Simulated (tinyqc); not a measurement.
Doping from two capacitances.

Question. An abrupt p-n junction obeys 1/C^2 = 2 (Vbi - V)/(q eps0 eps_r Ne), Ne = Na Nd/(Na + Nd), Vbi = Vt ln(Na Nd/ni^2), V the bias of the p side. Na is known to be the larger doping. Find Ne, Vbi, Na and Nd.

Parameters, values chosen for the exercise:

| symbol | value | unit | meaning |
|---|---|---|---|
| T | 400 | K | temperature |
| eps_r | 9.64 |  | relative permittivity |

Constants: q = 1.602176634e-19 C, kB = 1.380649e-23 J/K, Vt = kB T/q, eps0 = 8.8541878128e-14 F/cm where lengths are in cm. Results are converted to the units shown.

C at V = -0.6 and -3.3 V (nF/cm^2): 6.9003621  5.0999676
ni = 0.12357122 cm^-3

Answer. The slope of 1/C^2 against -V gives Ne and its intercept Vbi. Then Na Nd = ni^2 exp(Vbi/Vt) and Na + Nd = Na Nd/Ne, so both are roots of one quadratic.

Ne = 2.26e15 cm^-3
Vbi = 2.65 V
Na = 1.40e16 cm^-3
Nd = 2.70e15 cm^-3

Program tinyqc, `OMP_NUM_THREADS=1 python tinyqc.py 2000077 2000078 out.jsonl`; Intel Xeon 2.30GHz, shared host, one thread, about 0.02 s.
